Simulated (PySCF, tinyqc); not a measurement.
RHF in the sto-6g basis, for H4, spin multiplicity 1, step by step. The lowest restricted solution is unstable here: a spin-polarised one lies 0.1468 hartree lower (PySCF). Computed by tinyqc, a small Python program that keeps every step (integrals from PySCF). Settings: charge = 0, multiplicity = 1, basis = sto-6g, energy threshold = 1e-09, iteration cap = 79, orthogonalisation = canonical, start = random, DIIS depth = 8, DIIS from iteration = 2, shift = 0.5, method = RHF. Command: `OMP_NUM_THREADS=1 python tinyqc.py 30448 30449 out.jsonl` (the two numbers bound the seeds that draw the settings). One thread of a shared host (Intel(R) Xeon(R) Processor @ 2.60GHz), about 0.09 s of CPU time with the checks.

Geometry (angstrom):
```
atom,x,y,z
H,0.000000,0.000000,0.000000
H,0.000000,0.000000,1.599000
H,0.000000,2.308000,0.000000
H,0.000000,2.308000,1.599000
```

Stop when the energy changes by less than 1e-09 hartree and every element of the error matrix X^T (F D S - S D F) X is below 9e-06.

Course of the cycle:
```
iteration,E (hartree),change,largest element of the error matrix
1,-1.25600309,-,9.69e-02
2,-1.27972869,-2.37e-02,1.21e-01
3,-1.32026973,-4.05e-02,1.76e-01
4,-1.32825372,-7.98e-03,1.85e-01
5,-1.33175463,-3.50e-03,1.89e-01
6,-1.33450877,-2.75e-03,1.93e-01
7,-1.33466300,-1.54e-04,1.93e-01
8,-1.35341511,-1.88e-02,2.12e-01
9,-1.33613831,1.73e-02,1.91e-01
10,-1.31781812,1.83e-02,1.65e-01
11,-1.30739375,1.04e-02,1.48e-01
12,-1.31110052,-3.71e-03,1.53e-01
13,-1.31548242,-4.38e-03,1.59e-01
14,-1.32382015,-8.34e-03,1.72e-01
...,...,...,...
66,-1.40473162,6.65e-02,2.62e-01
67,-1.68066121,-2.76e-01,2.55e-01
68,-1.68081058,-1.49e-04,2.47e-01
69,-1.66869971,1.21e-02,2.54e-01
70,-1.70728182,-3.86e-02,2.08e-01
71,-1.74310832,-3.58e-02,1.39e-01
72,-1.76404031,-2.09e-02,6.98e-02
73,-1.76913729,-5.10e-03,3.43e-02
74,-1.77035561,-1.22e-03,1.68e-02
75,-1.77064234,-2.87e-04,8.26e-03
76,-1.77071011,-6.78e-05,4.05e-03
77,-1.77072609,-1.60e-05,1.99e-03
78,-1.77072987,-3.78e-06,9.73e-04
79,-1.77073078,-9.07e-07,4.77e-04
```

Can the last value be used, and what does the course show?

Not by the stop rule, although the second column moves by less than 1e-05 over the last three steps. Not converged within the cap of 79 iterations: the residual falls in a zigzag, on average by a factor of about 0.60 a step. Reruns (cap 100 unless said): DIIS 8: converged in 31; damping 0.5: converged in 73; level shift 0.5: converged in 35; atomic densities as start, DIIS 8: converged in 3; the original settings with a cap of 400: converged in 85. PySCF RHF in the same basis = -1.77073106 hartree.
